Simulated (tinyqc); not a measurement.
# Electron mobility in a silicon inversion layer, empirical terms and Matthiessen rule: what changes with what

Inversion layer of sheet density Ns on a uniformly doped body, under a high-permittivity gate with an interlayer. The mobility terms are empirical power laws with prefactors chosen for the exercise; adding their inverses (Matthiessen) is itself an approximation.

Values chosen for this exercise; material values close to those of silicon: temperature T = 350 K; band gap Eg = 1.13 eV; relative permittivity of the semiconductor eps_r = 11.7; conduction-band density of states at T Nc = 3.6e19 cm^-3; valence-band density of states at T Nv = 3.31e19 cm^-3; body doping Nb = 1.9e17 cm^-3; reverse body bias Vsb = 0.6 V; weight of the inversion charge in the effective field eta = 0.5; phonon-limited mobility at 1 MV/cm and 300 K Ap = 382 cm^2/(V s); roughness-limited mobility at 1 MV/cm As = 941 cm^2/(V s); exponent of the roughness term gs = 2; Coulomb prefactor Ac = 3300 cm^2/(V s); charge at the interface Nit = 6.4e10 cm^-2; remote-phonon mobility without interlayer Ar = 150 cm^2/(V s); interlayer thickness ti = 1.1 nm; decay length of remote phonons lr = 0.6 nm; inversion density Ns = 4.1e12 cm^-2.

Constants: q = 1.602176634e-19 C, kB = 1.380649e-23 J/K, Vt = kB T/q, eps0 = 8.8541878128e-14 F/cm where lengths are in cm. Results are converted to the units shown.

Each table varies one quantity; the others keep the values above.

## Effect of the interlayer thickness

ni = sqrt(Nc Nv) exp(-Eg/(2 Vt)), Eg in volts; Ndep = sqrt(2 eps0 eps_r Nb (2 Vt ln(Nb/ni) + Vsb)/q); E = q (Ndep + eta Ns)/(eps0 eps_r), in MV/cm. With t = T/(300 K): muC = Ac (Ns/1e12 cm^-2) t/(Nb/1e17 cm^-3 + Nit/1e11 cm^-2), muP = Ap E^(-1/3) t^(-1.75), muS = As E^(-gs), muR = Ar exp(2 ti/lr)/t; 1/mu is the sum of the inverses.

The same in every row: E (MV/cm) = 0.6055; muC (cm^2/(V s)) = 6215; muP (cm^2/(V s)) = 344.8; muS (cm^2/(V s)) = 2566.

Result of one run:
```
ti (nm)	muR (cm^2/(V s))	mu (cm^2/(V s))
1.6	2.663e4	286.6
```

What becomes of these results when the interlayer thickness ti is changed from 1.6 to 1 nm, all else the same?

Result of the changed run:
```
ti (nm)	muR (cm^2/(V s))	mu (cm^2/(V s))
1	3604	268.2
```

The whole series:
```
ti (nm)	muR (cm^2/(V s))	mu (cm^2/(V s))
0.2	250.4	134.3
0.4	487.8	181.8
0.6	950.0	222.0
0.8	1850	250.5
1	3604	268.2
1.2	7020	278.3
1.4	1.367e4	283.7
1.6	2.663e4	286.6
1.8	5.187e4	288.2
```

As ti goes from 0.2 to 1.8 nm, E stays at 0.606 MV/cm and mu rises from 134 to 288 cm^2/(V s). The smallest term is the remote phonon one in the first row and the phonon one in the last.

## Effect of the reverse body bias

Same model as above.

The same in every row: muC (cm^2/(V s)) = 6214.6; muR (cm^2/(V s)) = 5029.9.

Effect of the reverse body bias:
```
Vsb (V)	E (MV/cm)	muP (cm^2/(V s))	muS (cm^2/(V s))	mu (cm^2/(V s))
0	0.53607	359.06	3274.5	289.84
0.4	0.58440	348.87	2755.3	278.63
0.8	0.62525	341.11	2407.1	269.77
1.2	0.66128	334.79	2151.9	262.37
1.6	0.69388	329.47	1954.4	255.98
2	0.72388	324.85	1795.8	250.32
2.4	0.75181	320.78	1664.8	245.23
```

As Vsb goes from 0 to 2.4 V, E rises from 0.536 to 0.752 MV/cm and mu falls from 290 to 245 cm^2/(V s). The phonon term is the smallest in the first and the last row.

## Effect of the charge at the interface

Same model as above.

The same in every row: E (MV/cm) = 0.6055; muP (cm^2/(V s)) = 344.8; muS (cm^2/(V s)) = 2566; muR (cm^2/(V s)) = 5030.

Effect of the charge at the interface:
```
Nit (cm^-2)	muC (cm^2/(V s))	mu (cm^2/(V s))
1e10	7892	276.6
3.2e10	7110	275.5
1e11	5443	272.3
3.2e11	3095	262.3
1e12	1326	235.7
3.2e12	465.6	177.4
1e13	154.9	100.6
```

What does the comparison show?

As Nit goes from 1e10 to 1e13 cm^-2, E stays at 0.606 MV/cm and mu falls from 277 to 101 cm^2/(V s). The smallest term is the phonon one in the first row and the Coulomb one in the last.

tinyqc, about 0.01 s, one thread, Intel Xeon 2.30GHz (shared host): `OMP_NUM_THREADS=1 python tinyqc.py 2510102 2510103 out.jsonl`
